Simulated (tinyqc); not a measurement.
Worked calculation: RKS/PBE in the sto-6g basis, for H6, spin multiplicity 1. One step of it, computed by the program tinyqc.

Question. Iteration 2: building the Kohn-Sham matrix. J_ij = sum D_kl (ij|kl); F = H + J + V_xc; E = tr D H + tr D J / 2 + E_xc + E_nn.

D after iteration 1:
```
,1H 1s,2H 1s,3H 1s,4H 1s,5H 1s,6H 1s
1H 1s,0.808943,0.645237,-0.055750,-0.142880,0.000163,0.034292
2H 1s,0.645237,0.528829,0.051634,-0.020921,-0.008342,0.000163
3H 1s,-0.055750,0.051634,0.658204,0.648404,-0.020921,-0.142880
4H 1s,-0.142880,-0.020921,0.648404,0.658204,0.051634,-0.055750
5H 1s,0.000163,-0.008342,-0.020921,0.051634,0.528829,0.645237
6H 1s,0.034292,0.000163,-0.142880,-0.055750,0.645237,0.808943
```

core Hamiltonian H = T + V (hartree):
```
,1H 1s,2H 1s,3H 1s,4H 1s,5H 1s,6H 1s
1H 1s,-1.498703,-1.008093,-0.065352,-0.011201,-0.000228,-0.000022
2H 1s,-1.008093,-1.680076,-0.316939,-0.067366,-0.001953,-0.000228
3H 1s,-0.065352,-0.316939,-1.800219,-1.111074,-0.067366,-0.011201
4H 1s,-0.011201,-0.067366,-1.111074,-1.800219,-0.316939,-0.065352
5H 1s,-0.000228,-0.001953,-0.067366,-0.316939,-1.680076,-1.008093
6H 1s,-0.000022,-0.000228,-0.011201,-0.065352,-1.008093,-1.498703
```

Two-electron integrals (ij|kl) in chemists' order, unique and non-zero (hartree):
```
i,j,k,l,(ij|kl)
1,1,1,1,0.774999
2,1,1,1,0.322072
2,1,2,1,0.169403
2,2,1,1,0.486910
2,2,2,1,0.322072
2,2,2,2,0.774999
3,1,1,1,0.011567
3,1,2,1,0.006872
3,1,2,2,0.015363
3,1,3,1,0.000402
3,2,1,1,0.044641
3,2,2,1,0.029645
3,2,2,2,0.075266
3,2,3,1,0.002147
3,2,3,2,0.012602
3,3,1,1,0.188220
3,3,2,1,0.117551
3,3,2,2,0.286124
3,3,3,1,0.011567
3,3,3,2,0.075266
3,3,3,3,0.774999
4,1,1,1,0.001541
4,1,2,1,0.000929
4,1,2,2,0.002106
4,1,3,1,0.000060
4,1,3,2,0.000330
4,1,3,3,0.002106
4,1,4,1,0.000009
4,2,1,1,0.007228
4,2,2,1,0.004669
4,2,2,2,0.011567
4,2,3,1,0.000360
4,2,3,2,0.002147
4,2,3,3,0.015363
4,2,4,1,0.000060
4,2,4,2,0.000402
4,3,1,1,0.082641
4,3,2,1,0.050077
4,3,2,2,0.117551
4,3,3,1,0.004669
4,3,3,2,0.029645
4,3,3,3,0.322072
4,3,4,1,0.000929
4,3,4,2,0.006872
4,3,4,3,0.169403
4,4,1,1,0.139845
4,4,2,1,0.082641
4,4,2,2,0.188220
4,4,3,1,0.007228
4,4,3,2,0.044641
4,4,3,3,0.486910
4,4,4,1,0.001541
4,4,4,2,0.011567
4,4,4,3,0.322072
4,4,4,4,0.774999
5,1,1,1,0.000019
5,1,2,1,0.000012
5,1,2,2,0.000028
5,1,3,1,9.18e-07
5,1,3,2,0.000005
5,1,3,3,0.000041
5,1,4,1,1.58e-07
5,1,4,2,1.07e-06
5,1,4,3,0.000020
5,1,4,4,0.000037
5,2,1,1,0.000147
5,2,2,1,0.000091
5,2,2,2,0.000217
5,2,3,1,0.000007
5,2,3,2,0.000045
5,2,3,3,0.000360
5,2,4,1,1.32e-06
5,2,4,2,0.000009
5,2,4,3,0.000184
5,2,4,4,0.000360
5,2,5,1,2.72e-08
5,2,5,2,2.52e-07
5,3,1,1,0.003904
5,3,2,1,0.002287
5,3,2,2,0.005159
5,3,3,1,0.000192
5,3,3,2,0.001167
5,3,3,3,0.011567
5,3,4,1,0.000038
5,3,4,2,0.000279
5,3,4,3,0.006872
5,3,4,4,0.015363
5,3,5,1,9.18e-07
5,3,5,2,0.000009
5,3,5,3,0.000402
5,4,1,1,0.017556
5,4,2,1,0.010088
5,4,2,2,0.022239
5,4,3,1,0.000799
5,4,3,2,0.004715
5,4,3,3,0.044641
5,4,4,1,0.000161
5,4,4,2,0.001167
5,4,4,3,0.029645
5,4,4,4,0.075266
5,4,5,1,4.19e-06
5,4,5,2,0.000045
5,4,5,3,0.002147
5,4,5,4,0.012602
5,5,1,1,0.094126
5,5,2,1,0.052929
5,5,2,2,0.113826
5,5,3,1,0.003904
5,5,3,2,0.022239
5,5,3,3,0.188220
5,5,4,1,0.000743
5,5,4,2,0.005159
5,5,4,3,0.117551
5,5,4,4,0.286124
5,5,5,1,0.000019
5,5,5,2,0.000217
5,5,5,3,0.011567
5,5,5,4,0.075266
5,5,5,5,0.774999
6,1,1,1,1.47e-06
6,1,2,1,8.94e-07
6,1,2,2,2.09e-06
6,1,3,1,7.30e-08
6,1,3,2,4.39e-07
6,1,3,3,3.68e-06
6,1,4,1,1.33e-08
6,1,4,2,9.29e-08
6,1,4,3,1.90e-06
6,1,4,4,3.68e-06
6,1,5,3,9.29e-08
6,1,5,4,4.39e-07
6,1,5,5,2.09e-06
6,2,1,1,0.000014
6,2,2,1,0.000008
6,2,2,2,0.000019
6,2,3,1,6.95e-07
6,2,3,2,4.19e-06
6,2,3,3,0.000037
6,2,4,1,1.30e-07
6,2,4,2,9.18e-07
6,2,4,3,0.000020
6,2,4,4,0.000041
6,2,5,2,2.72e-08
6,2,5,3,1.07e-06
6,2,5,4,0.000005
6,2,5,5,0.000028
6,3,1,1,0.000578
6,3,2,1,0.000334
6,3,2,2,0.000743
6,3,3,1,0.000027
6,3,3,2,0.000161
6,3,3,3,0.001541
6,3,4,1,0.000005
6,3,4,2,0.000038
6,3,4,3,0.000929
6,3,4,4,0.002106
6,3,5,1,1.30e-07
6,3,5,2,1.32e-06
6,3,5,3,0.000060
6,3,5,4,0.000330
6,3,5,5,0.002106
6,3,6,1,1.33e-08
6,3,6,2,1.58e-07
6,3,6,3,0.000009
6,4,1,1,0.003147
6,4,2,1,0.001791
6,4,2,2,0.003904
6,4,3,1,0.000137
6,4,3,2,0.000799
6,4,3,3,0.007228
6,4,4,1,0.000027
6,4,4,2,0.000192
6,4,4,3,0.004669
6,4,4,4,0.011567
6,4,5,1,6.95e-07
6,4,5,2,0.000007
6,4,5,3,0.000360
6,4,5,4,0.002147
6,4,5,5,0.015363
6,4,6,1,7.30e-08
6,4,6,2,9.18e-07
6,4,6,3,0.000060
6,4,6,4,0.000402
6,5,1,1,0.044474
6,5,2,1,0.024820
6,5,2,2,0.052929
6,5,3,1,0.001791
6,5,3,2,0.010088
6,5,3,3,0.082641
6,5,4,1,0.000334
6,5,4,2,0.002287
6,5,4,3,0.050077
6,5,4,4,0.117551
6,5,5,1,0.000008
6,5,5,2,0.000091
6,5,5,3,0.004669
6,5,5,4,0.029645
6,5,5,5,0.322072
6,5,6,1,8.94e-07
6,5,6,2,0.000012
6,5,6,3,0.000929
6,5,6,4,0.006872
6,5,6,5,0.169403
6,6,1,1,0.080239
6,6,2,1,0.044474
6,6,2,2,0.094126
6,6,3,1,0.003147
6,6,3,2,0.017556
6,6,3,3,0.139845
6,6,4,1,0.000578
6,6,4,2,0.003904
6,6,4,3,0.082641
6,6,4,4,0.188220
6,6,5,1,0.000014
6,6,5,2,0.000147
6,6,5,3,0.007228
6,6,5,4,0.044641
6,6,5,5,0.486910
6,6,6,1,1.47e-06
6,6,6,2,0.000019
6,6,6,3,0.001541
6,6,6,4,0.011567
6,6,6,5,0.322072
6,6,6,6,0.774999
```

nuclear repulsion = 3.62242157 hartree

V_xc (hartree):
```
,1H 1s,2H 1s,3H 1s,4H 1s,5H 1s,6H 1s
1H 1s,-0.456140,-0.219605,-0.009264,-0.001467,-0.000024,-0.000002
2H 1s,-0.219605,-0.430393,-0.046394,-0.009271,-0.000220,-0.000024
3H 1s,-0.009264,-0.046394,-0.443509,-0.219450,-0.009271,-0.001467
4H 1s,-0.001467,-0.009271,-0.219450,-0.443509,-0.046394,-0.009264
5H 1s,-0.000024,-0.000220,-0.009271,-0.046394,-0.430393,-0.219605
6H 1s,-0.000002,-0.000024,-0.001467,-0.009264,-0.219605,-0.456140
```

E_xc = sum of w rho eps_xc = -2.05358940 hartree

Give: Coulomb J; Kohn-Sham matrix F; total energy of this density.

Answer.

Coulomb J (hartree):
```
,1H 1s,2H 1s,3H 1s,4H 1s,5H 1s,6H 1s
1H 1s,1.799,0.945,0.052,0.008,0.000,0.000
2H 1s,0.945,1.895,0.272,0.054,0.001,0.000
3H 1s,0.052,0.272,2.031,1.035,0.054,0.008
4H 1s,0.008,0.054,1.035,2.031,0.272,0.052
5H 1s,0.000,0.001,0.054,0.272,1.895,0.945
6H 1s,0.000,0.000,0.008,0.052,0.945,1.799
```

Kohn-Sham matrix F (hartree):
```
,1H 1s,2H 1s,3H 1s,4H 1s,5H 1s,6H 1s
1H 1s,-0.156,-0.283,-0.023,-0.004,0.000,0.000
2H 1s,-0.283,-0.215,-0.092,-0.023,-0.001,0.000
3H 1s,-0.023,-0.092,-0.213,-0.296,-0.023,-0.004
4H 1s,-0.004,-0.023,-0.296,-0.213,-0.092,-0.023
5H 1s,0.000,-0.001,-0.023,-0.092,-0.215,-0.283
6H 1s,0.000,0.000,-0.004,-0.023,-0.283,-0.156
```

total energy of this density = -3.38231 hartree
